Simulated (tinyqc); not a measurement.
Against temperature: two-band model of a narrow-gap semiconductor with electrons and holes. Computed by tinyqc, a small Python program. Command: `OMP_NUM_THREADS=1 python tinyqc.py 3031631 3031632 out.jsonl bipolar walk`. One thread of a shared host (Intel(R) Xeon(R) Processor @ 2.30GHz), about 0.05 s of CPU time with the checks.

Two parabolic bands with acoustic scattering (r = -1/2, a = 0), a gap that does not change with T, and fully ionised dopants. Melting is ignored, so values above the melting point are formal, and kappa_L does not change with T. eta_n = (E_F - E_c)/(k_B T), eta_p = -eta_n - E_g/(k_B T).

Inputs (values chosen for the exercise, for a model material):

| quantity | value | unit |
|---|---|---|
| electron mass m_n | 0.2 | m_0 |
| hole mass m_p | 0.35 | m_0 |
| electron mobility parameter mu_300,n | 370 | cm^2/(V s) |
| hole mobility parameter mu_300,p | 450 | cm^2/(V s) |
| temperature exponent p | 1.5 | - |
| band gap E_g | 0.45 | eV |
| net doping N | 4.3e+17 | 1/cm^3 |
| lattice thermal conductivity kappa_L | 0.57 | W/(m K) |

Doping: n-type.

Constants: k_B = 8.617333262e-05 eV/K; m_0 = 9.1093837015e-31 kg; k_B = 1.380649e-23 J/K; hbar = 1.054571817e-34 J s; e = 1.602176634e-19 C.

Method:
- With x = E/(k_B T), a = alpha k_B T (0 for a parabolic band), G = x (1 + a x), D = 1 + 2 a x and <y> = int y f (1 - f) dx, f = 1/(1 + exp(x - eta)): tau = tau_0 G^r/D; transport function s = G^(3/2 + r)/D^2; n = N_0 <G^(3/2)> with N_0 = (2 m k_B T)^(3/2)/(3 pi^2 hbar^3).
- Integrals over x = E/(k_B T) use 160 Gauss-Legendre points in u = sqrt(x) from 0 to sqrt(max(eta, 0) + 32).
- sigma = e mu_0 N_0 <s> with mu_0 = e tau_0/m = mu_300 (T/300 K)^(-p); |S| = (k_B/e)(<x s>/<s> - eta); Lorenz number L = (k_B/e)^2 (<x^2 s>/<s> - (<x s>/<s>)^2); kappa_e = L sigma T; zT = S^2 sigma T/(kappa_L + kappa_e).
- Neutrality: n - p = N, with n = N_0(m_n) <x^(3/2)> at eta_n and p = N_0(m_p) <x^(3/2)> at eta_p.
- Both bands together (these totals replace the one-band zT): sigma = sigma_n + sigma_p; S = (sigma_p |S_p| - sigma_n |S_n|)/sigma; kappa_bip = (sigma_n sigma_p/sigma)(|S_n| + |S_p|)^2 T; kappa_e = (L_n sigma_n + L_p sigma_p) T; zT = S^2 sigma T/(kappa_L + kappa_e + kappa_bip); weak-field R_H = (r_p sigma_p^2/p - r_n sigma_n^2/n)/(e sigma^2), where the Hall factors r_n and r_p are <x^(3/2)> <x^(1/2)>/<s>^2.

The same sample:

| T (K) | n (1/cm^3) | p (1/cm^3) | sigma (S/cm) | S (microvolt/K) | kappa_bip (W/(m K)) | zT | R_H (cm^3/C) |
|---|---|---|---|---|---|---|---|
| 150 | 4.3000e+17 | 2.1297e+03 | 50.447 | -231.69 | 5.5576e-14 | 6.9802e-02 | -16.627 |
| 200 | 4.3000e+17 | 3.2492e+07 | 33.560 | -266.65 | 4.4096e-10 | 8.2225e-02 | -16.775 |
| 250 | 4.3000e+17 | 1.2180e+10 | 24.333 | -294.29 | 1.0086e-07 | 9.0942e-02 | -16.860 |
| 300 | 4.3000e+17 | 6.9874e+11 | 18.662 | -317.12 | 3.9032e-06 | 9.7324e-02 | -16.914 |
| 350 | 4.3001e+17 | 1.3525e+13 | 14.892 | -336.50 | 5.4590e-05 | 1.0211e-01 | -16.948 |
| 400 | 4.3013e+17 | 1.3158e+14 | 12.243 | -352.90 | 4.0323e-04 | 1.0556e-01 | -16.950 |
| 500 | 4.3351e+17 | 3.5133e+15 | 8.958 | -368.85 | 6.8342e-03 | 1.0442e-01 | -16.336 |
| 600 | 4.6261e+17 | 3.2607e+16 | 7.842 | -311.45 | 4.1604e-02 | 7.3776e-02 | -11.972 |
| 750 | 6.7696e+17 | 2.4696e+17 | 10.936 | -101.66 | 1.5764e-01 | 1.1456e-02 | -2.312 |
| 900 | 1.1920e+18 | 7.6203e+17 | 18.002 | 3.98 | 2.8864e-01 | 2.9074e-05 | -0.058 |
| 1050 | 2.0282e+18 | 1.5982e+18 | 26.691 | 40.08 | 4.2749e-01 | 4.3311e-03 | 0.187 |
| 1200 | 3.1931e+18 | 2.7631e+18 | 35.909 | 53.89 | 5.7370e-01 | 1.0353e-02 | 0.175 |

What does the comparison show, and why?

Among the rows where S keeps the majority sign, zT is largest at 400 K and |S| at 500 K. Among these rows sigma is least at 600 K; at higher T thermal pairs outweigh the falling mobility. R_H changes sign between 900 and 1050 K. S changes sign between 750 and 900 K. kappa_bip reaches 0.574 W/(m K) at the last row, 1.01 times kappa_L.

Extremes, crossings and ranges named in words are read from the listed rows.
